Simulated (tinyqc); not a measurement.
# MOS capacitor on a p-type substrate, surface potential from the exact charge relation: effects of single changes

Uniform p-type substrate, Boltzmann statistics, full ionisation, classical densities. psi is the surface potential against the body (positive when the bands bend down) and u = psi/Vt. Traps are spread evenly over the gap and neutral at flat band, so their charge is -q Dit psi; the minority quasi-Fermi level is shifted by Vb.

Parameters, values chosen for the exercise; band and dielectric values close to those of silicon:
```
symbol,value,unit,meaning
T,300,K,temperature
Eg,1.11,eV,band gap
eps_r,11.9,,relative permittivity
Nc,2.76e19,cm^-3,conduction-band density of states at T
Nv,2.63e19,cm^-3,valence-band density of states at T
chi,3.97,eV,electron affinity
N,1.9e18,cm^-3,acceptor density of the substrate
eox,24.5,,relative permittivity of the gate insulator (close to zirconium oxide)
tox,12,nm,insulator thickness
phiM,4.09,eV,gate work function
Nf,0,cm^-2,"fixed charge at the interface, in units of q"
Dit,0,cm^-2 eV^-1,density of interface traps
Vb,0.7,V,reverse bias of the inversion layer against the body
```

Constants: q = 1.602176634e-19 C, kB = 1.380649e-23 J/K, Vt = kB T/q, eps0 = 8.8541878128e-14 F/cm where lengths are in cm. Results are converted to the units shown.

Each table varies one quantity; the others keep the values above.

## Capacitance-voltage curves

ni = sqrt(Nc Nv) exp(-Eg/(2 Vt)), Eg in volts; phiF = Vt ln(N/ni); Cox = eps0 eox/tox; Vfb = phiM - chi - (Eg - Vt ln(Nv/N)) - q Nf/Cox; Q0 = sqrt(2 eps0 eps_r q N Vt); r = (ni/N)^2 exp(-Vb/Vt); VT = Vfb + [(2 phiF + Vb)(1 + q Dit/Cox) + sqrt(2 eps0 eps_r q N (2 phiF + Vb))/Cox]. u = psi/Vt; F^2 = exp(-u) + u - 1 + r (exp(u) - u - 1); Qs = -sign(u) Q0 F; Cs = -dQs/dpsi = (Q0/Vt) |1 - exp(-u) + r (exp(u) - 1)|/(2 F). psi solves Vg = Vfb + psi + (q Dit psi - Qs)/Cox. Low frequency: 1/C_LF = 1/Cox + 1/(Cs + q Dit). High frequency, in the simple estimate in which traps and minority carriers do not follow: 1/C_HF = 1/Cox + 1/Cd, Cd being Cs with r = 0 at the same psi. Deep depletion: r = 0 and Dit = 0 both in the equation for psi and in Cs. Minority sheet density N_inv = (Q0/(2 q)) int_0^u r (exp(t) - 1)/F(t) dt for u > 0. N_inv under 1 cm^-2 is printed as 0. Regimes: accumulation when majority carriers gather, then depletion up to |psi| = phiF + Vb, weak inversion up to 2 phiF + Vb, strong inversion beyond.

Result of one run:

| Vg (V) | psi (V) | C_LF/Cox | C_HF/Cox | C_deep/Cox | N_inv (cm^-2) | regime |
|---|---|---|---|---|---|---|
| -0.34 | 0.3355 | 0.2847 | 0.2847 | 0.2847 | 0 | depletion |

What becomes of these results when the gate voltage against the body Vg is changed from -0.34 to 1.13 V, all else the same?

Result of the changed run:

| Vg (V) | psi (V) | C_LF/Cox | C_HF/Cox | C_deep/Cox | N_inv (cm^-2) | regime |
|---|---|---|---|---|---|---|
| 1.13 | 1.512 | 0.1540 | 0.1538 | 0.1538 | 1.058e8 | weak inversion |

The whole series:

| Vg (V) | psi (V) | C_LF/Cox | C_HF/Cox | C_deep/Cox | N_inv (cm^-2) | regime |
|---|---|---|---|---|---|---|
| -1.44 | -0.09529 | 0.9003 | 0.9003 | 0.9003 | 0 | accumulation |
| -1.08 | -0.04295 | 0.7846 | 0.7846 | 0.7846 | 0 | accumulation |
| -0.71 | 0.09501 | 0.4497 | 0.4497 | 0.4497 | 0 | depletion |
| -0.34 | 0.3355 | 0.2847 | 0.2847 | 0.2847 | 0 | depletion |
| 0.03 | 0.6127 | 0.2243 | 0.2243 | 0.2243 | 0 | depletion |
| 0.39 | 0.8982 | 0.1917 | 0.1917 | 0.1917 | 0 | depletion |
| 0.76 | 1.202 | 0.1696 | 0.1696 | 0.1696 | 730.3 | weak inversion |
| 1.13 | 1.512 | 0.1540 | 0.1538 | 0.1538 | 1.058e8 | weak inversion |
| 1.5 | 1.752 | 0.7681 | 0.1443 | 0.1417 | 9.954e11 | strong inversion |
| 1.86 | 1.797 | 0.9249 | 0.1427 | 0.1323 | 4.488e12 | strong inversion |
| 2.23 | 1.819 | 0.9540 | 0.1420 | 0.1243 | 8.399e12 | strong inversion |

C_LF/Cox is lowest, 0.154, at Vg = 1.13 V (weak inversion) among the rows listed and is 0.954 in the last row, where C_HF/Cox is 0.142 and the deep-depletion value 0.124. Vfb = -0.922 V, where C_HF/Cox = 0.661 (Cox in series with eps0 eps_r/LD), and VT = 1.32 V. Over the last two rows psi moves by only 0.058 V a volt of gate bias, since the inversion charge screens the body. In strong accumulation and inversion degeneracy and confinement, left out here, lower the capacitance.

## Effect of the density of interface traps on threshold and swing

ni = sqrt(Nc Nv) exp(-Eg/(2 Vt)), Eg in volts; phiF = Vt ln(N/ni); Cox = eps0 eox/tox; Vfb = phiM - chi - (Eg - Vt ln(Nv/N)) - q Nf/Cox; VT = Vfb + [(2 phiF + Vb)(1 + q Dit/Cox) + sqrt(2 eps0 eps_r q N (2 phiF + Vb))/Cox]. gamma = sqrt(2 eps0 eps_r q N)/Cox; Wm = sqrt(2 eps0 eps_r (2 phiF + Vb)/(q N)); m = 1 + (eps0 eps_r/Wm + q Dit)/Cox; swing m Vt ln 10; Cmin/Cox = 1/(1 + Cox Wm/(eps0 eps_r)).

In this table Vb = 0 V.

The same in every row: Vfb (V) = -0.92207; 2 phiF (V) = 0.97289; gamma (V^0.5) = 0.44306; Wm (nm) = 25.952; Cmin/Cox = 0.18340.

Effect of the density of interface traps on threshold and swing:

| Dit (cm^-2 eV^-1) | VT (V) | m | swing (mV/decade) |
|---|---|---|---|
| 0 | 0.48783 | 1.2246 | 72.896 |
| 1e10 | 0.48869 | 1.2255 | 72.949 |
| 3e10 | 0.49042 | 1.2273 | 73.054 |
| 1e11 | 0.49646 | 1.2335 | 73.423 |
| 3e11 | 0.51370 | 1.2512 | 74.478 |
| 1e12 | 0.57406 | 1.3132 | 78.172 |
| 3e12 | 0.74651 | 1.4905 | 88.723 |
| 1e13 | 1.3501 | 2.1109 | 125.65 |

As Dit goes from 0 to 1e13, VT rises from 0.488 to 1.35 V, the swing rises from 72.9 to 126 mV/decade and Cmin/Cox stays at 0.183. Vfb does not move.

## Effect of the reverse bias of the inversion layer against the body on threshold and swing

Same model as above.

In this table Dit = 0 cm^-2 eV^-1.

The same in every row: Vfb (V) = -0.9221; 2 phiF (V) = 0.9729; gamma (V^0.5) = 0.4431.

Results:

| Vb (V) | VT (V) | Wm (nm) | m | swing (mV/decade) | Cmin/Cox |
|---|---|---|---|---|---|
| 0 | 0.4878 | 25.95 | 1.225 | 72.90 | 0.1834 |
| 0.4 | 0.9700 | 30.83 | 1.189 | 70.78 | 0.1590 |
| 1.2 | 1.904 | 38.78 | 1.150 | 68.47 | 0.1306 |
| 1.6 | 2.361 | 42.20 | 1.138 | 67.75 | 0.1213 |
| 2 | 2.815 | 45.36 | 1.128 | 67.17 | 0.1139 |
| 2.4 | 3.265 | 48.32 | 1.121 | 66.71 | 0.1076 |
| 2.8 | 3.711 | 51.11 | 1.114 | 66.32 | 0.1024 |

Estimate the missing row, Vb = 0.8 V.

Computed row:

| Vb (V) | VT (V) | Wm (nm) | m | swing (mV/decade) | Cmin/Cox |
|---|---|---|---|---|---|
| 0.8 | 1.441 | 35.03 | 1.166 | 69.43 | 0.1426 |

With this row back in the table: As Vb goes from 0 to 2.8, VT rises from 0.488 to 3.71 V, the swing falls from 72.9 to 66.3 mV/decade and Cmin/Cox falls from 0.183 to 0.102. Vfb does not move. The slope |dVT/dVb| between the first two rows is 1.21, close to m (VT is counted against the body; against the source it is m - 1).

Program tinyqc, `OMP_NUM_THREADS=1 python tinyqc.py 2060111 2060112 out.jsonl`; Intel Xeon 2.30GHz, shared host, one thread, about 0.01 s.
